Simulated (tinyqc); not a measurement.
Inside a calculation: phonon-assisted absorption at an indirect gap. Values are carried at full precision from step to step, so a last printed digit may differ when a step is redone from the rounded ones.

alpha(E) = sum_j A_j [N_j (E - Eg + w_j)^2 + (N_j + 1)(E - Eg - w_j)^2], each bracket counted only where its base is positive; N_j = 1/(exp(w_j/kB T) - 1). The first term absorbs a phonon and the second emits one; excitons and direct transitions are left out.

Constants: kB = 8.617333262e-05 eV/K.

Parameters, chosen for this exercise (loosely those of SiGe at room temperature; Eg is not tied to T; the results hold for these values, not for the real material):
- Eg = 0.969 eV (indirect gap, held fixed unless listed)
- w = (52, 15.2) meV (two zone-edge phonons)
- A = (2800, 780) 1/(cm eV^2) (their strengths)
- T = 77 K
- E = 1.096 eV (photon energy)
- nr = 3.78 (refractive index)
- d = 11 micrometre (thickness)
- xj = 0.058 micrometre (dead layer at the surface)
- W = 2.9 micrometre (depleted width)
- L = 5.6 micrometre (minority diffusion length below it)

## The four branches at one energy

Evaluate the occupations and each term.

N_j: 0.0003951  0.1126

terms with phonon absorption (1/cm): 0.03544  1.776

terms with phonon emission (1/cm): 15.76  10.85

alpha = 28.41 1/cm
wavelength hc/E (hc = 1239.841984 eV nm) = 1131.2 nm

Phonon absorption supplies 6.4 % of alpha; the depth 1/alpha is 352 micrometre.

## What a slab does with it

Slab of thickness d in air, incoherent passes: R = ((nr - 1)/(nr + 1))^2, x = exp(-alpha d); transmitted Tr = (1 - R)^2 x/(1 - R^2 x^2), reflected Rt = R + (1 - R)^2 R x^2/(1 - R^2 x^2), absorbed Ab = (1 - R)(1 - x)/(1 - R x).

d in cm is 1e-4 times the value in micrometres.

R = 0.3382
x = 0.9692
Tr = 0.4756
Rt = 0.4942
Ab = 0.0303

A single pass would absorb (1 - R)(1 - x) = 0.0204; the back face adds 0.0099.

## Quantum efficiency of a diode

Photodiode (Gaertner form with a dead layer): QE = (1 - R) exp(-alpha xj) [1 - exp(-alpha W)/(1 + alpha L)], R = ((nr - 1)/(nr + 1))^2; responsivity = QE/E in A/W for E in eV.

Evaluate the factors; 1 micrometre = 1e-4 cm.

passes the dead layer = 0.9998
collected share = 0.0237
QE = 0.0157
responsivity = 0.0143 A/W

Without diffusion from below the collected share would be 0.0082.

## Checks

- Tr + Rt + Ab against 1: both 1.000000.

Run: tinyqc, `OMP_NUM_THREADS=1 python tinyqc.py 1680612 1680613 out.jsonl`; Intel(R) Xeon(R) Processor @ 2.30GHz, one thread, shared host; about 0.01 s of CPU time with all checks.
